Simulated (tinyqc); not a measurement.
# Strained alloy layer of InP and GaP on (001) GaAs, model-solid band line-up: gaps, strain and offsets against composition

The layer is x parts of the first compound and 1 - x of the second, grown coherently on the third as substrate and barrier. Rows of the table: lattice constant a, average valence level Ea on an absolute scale, spin-orbit splitting so, gaps at Gamma, X and L, hydrostatic deformation potentials av and ac (Gamma), shear potential b, elastic constants, electron and heavy-hole (along z) masses. All are interpolated linearly in x; gaps get -C x (1 - x), taken wholly in the conduction band; real line-ups can differ from this model by 0.1 eV or more.

In-plane strain e = (a_substrate - a)/a, e_z = -2 (c12/c11) e, volume change 2 e + e_z. With v = 2 e + e_z and d = 2 b (e_z - e): Eav = Ea + av v; E_hh = Eav + so/3 - d/2; E_lh = Eav - so/6 + d/4 + sqrt(so^2 + so d + 9 d^2/4)/2; E_c = Ea + so/3 + EG + ac v (Gamma). Substrate: E_v = Ea + so/3, E_c = E_v + EG. Well depths: dEc = E_c(substrate) - E_c, dEhh = E_hh - E_v(substrate), dElh likewise; strained Gamma gap E_c - max(E_hh, E_lh); positive values confine carriers in the layer. Matthews-Blakeslee for 60-degree dislocations in a single layer: hc = k (ln(hc/bv) + 1), k = bv (1 - nu/4)/(4 pi |e| (1 + nu)), nu = c12/(c11 + c12), bv = a/sqrt(2); the larger root. The valence offset is the larger of dEhh and dElh; a dash marks |e| under 0.02 % or no root.

Values chosen for this exercise: bowing of the Gamma gap CG = 0.65 eV; bowing of the X gap CX = 0.2 eV; bowing of the L gap CL = 1.03 eV.

Binary compounds, values chosen for the exercise:
```
,close to InP,close to GaP,close to GaAs
a (angstrom),5.869,5.451,5.653
Ea (eV),-7.04,-7.4,-6.92
so (eV),0.109,0.0799,0.341
EG (eV),1.36,2.77,1.42
EX (eV),2.18,2.24,1.92
EL (eV),1.95,2.6,1.69
av (eV),1.27,1.71,1.17
ac (eV),-4.97,-7.1,-7.26
b (eV),-1.7,-1.79,-1.67
c11 (GPa),101,139,120
c12 (GPa),55.5,62.6,54.2
me (m0),0.0793,0.131,0.0664
mh (m0),0.524,0.334,0.347
```

Result of one run:
```
e (%),relaxed Gamma gap (eV),lower of X and L gaps (eV),strained Gamma gap (eV),E_hh - E_lh (meV),dEc (eV),valence offset (eV),hc (nm)
-1.0010,1.7427,1.9543,1.7794,42.737,-0.042215,-0.31722,9.05
```

Which fraction of the first compound in the layer x gave this result: 0.31, 0.38, 0.44, 0.5 or 0.62?

x = 0.62.

The whole series:
```
x,e (%),relaxed Gamma gap (eV),lower of X and L gaps (eV),strained Gamma gap (eV),E_hh - E_lh (meV),dEc (eV),valence offset (eV),hc (nm)
0.25,1.7550,2.2956,2.1875,2.0446,-159.19,-0.27877,-0.34579,4.18
0.31,1.2977,2.1939,2.1782,2.0150,-114.23,-0.23365,-0.36133,6.36
0.38,0.76936,2.0811,2.1103,1.9811,-63.942,-0.18427,-0.37678,12.7
0.44,0.32086,1.9894,2.0602,1.9507,-24.473,-0.14476,-0.38597,38.0
0.5,-0.12367,1.9025,2.0175,1.9077,8.1593,-0.10790,-0.37977,119
0.56,-0.56428,1.8202,1.9822,1.8424,30.214,-0.073706,-0.34870,18.9
0.62,-1.0010,1.7427,1.9543,1.7794,42.737,-0.042215,-0.31722,9.05
0.69,-1.5057,1.6581,1.9312,1.7089,50.833,-0.0089307,-0.27998,5.21
0.75,-1.9343,1.5906,1.9194,1.6510,55.201,0.016602,-0.24762,3.65
```

The relaxed Gamma gap falls from 2.30 to 1.59 eV and the strained one falls from 2.04 to 1.65 eV. The lattice matches the substrate at x = 0.483; the heavy hole is on top where the layer is compressed (e < 0) and the light hole where it is stretched. The relaxed alloy turns direct at x = 0.335. dEc rises from -0.279 to 0.0166 eV and the valence offset goes from -0.346 through a minimum of -0.386 (at x = 0.44 among the rows listed) to -0.248 eV. At the largest strain listed, -1.93 %, strain changes the gap by 60.4 meV. For x = 0.25, 0.31 the lowest conduction valley of the relaxed alloy is X or L, so the gap and dEc listed hold for Gamma only.

Numbers from tinyqc (`OMP_NUM_THREADS=1 python tinyqc.py 2690003 2690004 out.jsonl`; about 0.01 s on one thread of a shared Intel Xeon 2.30GHz).
